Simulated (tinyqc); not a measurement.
Worked calculation: Rayleigh-quotient iteration on a symmetric matrix. One step of it, computed by the program tinyqc.

Problem. Step 1. solve (A - shift) w = v; v' = w/|w| with its largest component positive (the first on a tie); lambda = v'^T A v'; the next shift is lambda.

A:
$$\begin{pmatrix}
0.193000 & 0.339000 & 0.081000 \\
0.339000 & 0.435000 & -0.654000 \\
0.081000 & -0.654000 & 0.467000
\end{pmatrix}$$

vector v at the start: [0.577350, 0.577350, 0.577350]

shift = 0.880000

Give: vector after step 1; Rayleigh quotient after step 1.

Solution.

vector after step 1: [0.6314, 0.1062, 0.7681]

Rayleigh quotient after step 1 = 0.3747
